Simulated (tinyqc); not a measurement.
# Surface potential of a MOS transistor: implicit equation and explicit approximations: what changes with what

p-type body, charge-sheet picture, depletion and inversion only, full ionisation (an idealisation for deep acceptors), Boltzmann statistics (rough once Na exp(x - xn) passes about Nc/7). In units of Vt: xg = (Vg - Vfb)/Vt, x = psi/Vt, G = gamma/sqrt(Vt), xn = (2 phiF + Vc)/Vt. The implicit equation is (xg - x)^2 = G^2 [x - 1 + exp(x - xn)] for x above about 3. Cox = eps0 eox/tox.

Parameters, values chosen for the exercise; band and dielectric values close to those of silicon:
- T = 400 K (temperature)
- Eg = 1.14 eV (band gap)
- eps_r = 11.8 (relative permittivity)
- Nc = 4.34e19 cm^-3 (conduction-band density of states at T)
- Nv = 4.06e19 cm^-3 (valence-band density of states at T)
- eox = 21.7 (relative permittivity of the gate insulator (close to hafnium oxide))
- tox = 6.3 nm (insulator thickness)
- Na = 1.9e17 cm^-3 (acceptor density)
- Vfb = -0.84 V (flat-band voltage)
- Vc = 0 V (channel-body voltage)
- Vg = -0.34 V (gate-body voltage)

Constants: q = 1.602176634e-19 C, kB = 1.380649e-23 J/K, Vt = kB T/q, eps0 = 8.8541878128e-14 F/cm where lengths are in cm. Results are converted to the units shown.

Each table varies one quantity; the others keep the values above.

## Accuracy of the approximations against gate voltage

ni = sqrt(Nc Nv) exp(-Eg/(2 Vt)), Eg in volts; phiF = Vt ln(Na/ni); gamma = sqrt(2 q eps0 eps_r Na)/Cox; VT = Vfb + Vt (xn + G sqrt(xn - 1)). Depletion value a = 1 + [sqrt(G^2/4 + xg - 1) - G/2]^2; inversion value b = xn + ln[(xg - xn)^2/G^2 - xn + 1] and first guess y = min(a, b) - ln(1 + exp(-|a - b|)) if a > xn + 1, else b = y = a; one second-order correction with D = exp(y - xn), p = 2 (xg - y) + G^2 (1 + D), w = (xg - y)^2 - G^2 (y - 1 + D): z = y + 2 w/(p + sqrt(p^2 - 2 (2 - G^2 D) w)), or the Newton step z = y + w/p where the root is not real. N_inv = (Cox Vt G/q) [sqrt(x - 1 + exp(x - xn)) - sqrt(x - 1)] at the root. Lambert form (Cox m Vt/q) W0[(G/(2 m sqrt(xn - 1))) exp((Vg - VT)/(m Vt))], m = 1 + G/(2 sqrt(xn - 1)). Errors under 1e-4 mV, and the linear form below VT, are printed as 0.

Results:
```
Vg (V)	psi (V)	x - xn	error of y (mV)	error of z (mV)	N_inv (cm^-2)	Cox (Vg - VT)/q (cm^-2)	Lambert form (cm^-2)
-0.4	0.39065	-10.944	0	0	8.0293e5	0	5.1137e5
-0.2	0.57897	-5.4805	7.62e-3	0	1.5320e8	0	1.2956e8
0	0.76756	-0.0091978	1.56	0	3.1039e10	2.4713e10	3.1374e10
0.2	0.90450	3.9636	33.6	8.98	1.1109e12	3.8318e12	1.2849e12
0.6	0.99828	6.6843	29.7	9.16	6.8628e12	1.1446e13	7.6702e12
0.8	1.0220	7.3724	24.1	-6.28	1.0199e13	1.5253e13	1.1216e13
1	1.0400	7.8956	20.4	-2.46	1.3649e13	1.9060e13	1.4831e13
1.2	1.0545	8.3163	17.7	-1.36	1.7169e13	2.2867e13	1.8486e13
```

Estimate the missing row, Vg = 0.4 V.

Computed row:
```
Vg (V)	psi (V)	x - xn	error of y (mV)	error of z (mV)	N_inv (cm^-2)	Cox (Vg - VT)/q (cm^-2)	Lambert form (cm^-2)
0.4	0.96403	5.6907	38.8	14.2	3.7353e12	7.6388e12	4.2665e12
```

With this row back in the table: psi rises from 0.391 to 1.05 V and ends 8.3 Vt above 2 phiF + Vc. Among the rows the first guess is off by at most 39 mV (at Vg = 0.4 V) and the corrected value by at most 14 mV. In the last row the linear form is 33 % above N_inv and the Lambert form 7.7 % above it; in the first row the Lambert form is 36 % below it. For Vg = 0.2, 0.4, 0.6, 0.8, 1, 1.2 the electron quasi-Fermi level lies less than 2 Vt below the band edge at the surface, or above it, where degeneracy and confinement, left out, matter.

## Effect of the acceptor density at fixed gate voltage

Same model as above.

Vfb is held fixed.

The same in every row: Cox (Vg - VT)/q (cm^-2) = 0.

Result of one run:
```
Na (cm^-3)	psi (V)	x - xn	error of y (mV)	error of z (mV)	N_inv (cm^-2)	Lambert form (cm^-2)
3e16	0.47811	-4.7151	7.43e-3	0	1.4498e8	1.2312e8
```

What becomes of these results when the acceptor density Na is changed from 3e16 to 3.2e17 cm^-3, all else the same?

Result of the changed run:
```
Na (cm^-3)	psi (V)	x - xn	error of y (mV)	error of z (mV)	N_inv (cm^-2)	Lambert form (cm^-2)
3.2e17	0.43231	-10.778	0	0	1.1641e6	7.5626e5
```

The whole series:
```
Na (cm^-3)	psi (V)	x - xn	error of y (mV)	error of z (mV)	N_inv (cm^-2)	Lambert form (cm^-2)
6.3e15	0.48973	-1.2565	0.108	0	2.0730e9	1.9912e9
1.4e16	0.48491	-2.9935	0.0284	0	5.4934e8	4.9488e8
3e16	0.47811	-4.7151	7.43e-3	0	1.4498e8	1.2312e8
6.6e16	0.46791	-6.5878	1.69e-3	0	3.3445e7	2.6554e7
1.5e17	0.45249	-8.6770	3.16e-4	0	6.3553e6	4.6231e6
3.2e17	0.43231	-10.778	0	0	1.1641e6	7.5626e5
6.9e17	0.40418	-13.131	0	0	1.6863e5	91921
1.5e18	0.36617	-15.786	0	0	18442	7494.0
```

As Na goes from 6.3e15 to 1.5e18, psi falls from 0.490 to 0.366 V, x - xn falls from -1.26 to -15.8 and N_inv falls from 2.07e9 to 18400 cm^-2. The Lambert form lies between 0.406 and 0.961 times N_inv.

tinyqc, about 0.01 s, one thread, Intel Xeon 2.30GHz (shared host): `OMP_NUM_THREADS=1 python tinyqc.py 2122036 2122037 out.jsonl`
